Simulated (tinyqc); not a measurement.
Inputs raised by 2 %, one at a time: avalanche multiplication and breakdown of a junction from ionisation integrals. Computed by tinyqc, a small Python program. Command: `OMP_NUM_THREADS=1 python tinyqc.py 3017433 3017434 out.jsonl impact sens`. One thread of a shared host (Intel(R) Xeon(R) Processor @ 2.30GHz), about 0.04 s of CPU time with the checks.

Ionisation coefficients follow the local field. Position x runs through the depletion layer from the p side (x = 0), where electrons enter, to the n side (x = w), where holes enter. The built-in voltage is neglected.

Inputs (values chosen for the exercise, modelled on GaAs):

| quantity | value | unit |
|---|---|---|
| electron prefactor a_n | 201000 | 1/cm |
| electron field b_n | 558000 | V/cm |
| hole prefactor a_p | 202000 | 1/cm |
| hole field b_p | 659000 | V/cm |
| exponent c | 1.8 | - |
| permittivity eps | 12.9 | - |
| layer width W | 5 | micrometre |
| bias as a fraction of the breakdown voltage | 0.76 | - |

Junction: p-i-n with uniform field.

Constants: e = 1.602176634e-19 C; eps_0 = 8.8541878128e-12 F/m.

Method:
- alpha_n = a_n exp(-(b_n/F)^c), alpha_p = a_p exp(-(b_p/F)^c).
- Uniform field F = F_m, w = W, V = F_m W.
- With Phi(x) = int_0^x (alpha_n - alpha_p) dx': 1 - 1/M_n = I_n = int_0^w alpha_n exp(-Phi) dx and M_p = M_n exp(-Phi(w)); trapezoid rule on 401 even points; breakdown at I_n = 1.
- Solve I_n(F_m) = 1.
- Bias V = fraction times the breakdown voltage.
- M_n = 1/(1 - I_n), M_p = M_n exp(-Phi(w)); McIntyre excess noise for the carrier with the larger M, F_x = k M + (1 - k)(2 - 1/M), with k = (smaller M - 1)/(larger M - 1).

Runs:

| input moved | from | to | breakdown voltage (V) | critical field F_m (MV/cm) | width at breakdown (micrometre) | M_n |
|---|---|---|---|---|---|---|
| base run | - | - | 129.26 | 0.25851 | 5.0 | 1.1565 |
| electron prefactor a_n (1/cm) | 201000 | 205020 | 129.07 | 0.25813 | 5.0 | 1.1568 |
| electron field b_n (V/cm) | 558000 | 569160 | 130.64 | 0.26128 | 5.0 | 1.1394 |
| hole prefactor a_p (1/cm) | 202000 | 206040 | 129.14 | 0.25827 | 5.0 | 1.1546 |
| hole field b_p (V/cm) | 659000 | 672180 | 130.44 | 0.26087 | 5.0 | 1.1752 |
| permittivity eps | 12.9 | 13.158 | 129.26 | 0.25851 | 5.0 | 1.1565 |
| layer width W (micrometre) | 5 | 5.1 | 131.52 | 0.25789 | 5.1 | 1.1550 |

Exponents ln(y'/y) / ln(x'/x):

| input | breakdown voltage | critical field F_m | width at breakdown | M_n |
|---|---|---|---|---|
| electron prefactor a_n | -0.075 | -0.075 | 0 | 0.015 |
| electron field b_n | 0.537 | 0.537 | 0 | -0.749 |
| hole prefactor a_p | -0.048 | -0.048 | 0 | -0.081 |
| hole field b_p | 0.458 | 0.458 | 0 | 0.812 |
| permittivity eps | 0.000 | 0.000 | 0 | 0.000 |
| layer width W | 0.878 | -0.122 | 1 | -0.065 |

Which inputs matter most for each result?

Among the inputs moved here: breakdown voltage answers most in size to layer width W (exponent +0.878), next to electron field b_n (+0.537); its exponent is below 0.0005 for permittivity eps. Its exponent +0.878 in layer width W: the W^(6/7) rule of p-i-n diodes. Critical field F_m answers most in size to electron field b_n (exponent +0.537), next to hole field b_p (+0.458); its exponent is below 0.0005 for permittivity eps. Width at breakdown answers most in size to layer width W (exponent +1.000); its exponent is below 0.0005 for electron prefactor a_n, electron field b_n, hole prefactor a_p, hole field b_p, permittivity eps. M_n answers most in size to hole field b_p (exponent +0.812), next to electron field b_n (-0.749); its exponent is below 0.0005 for permittivity eps.
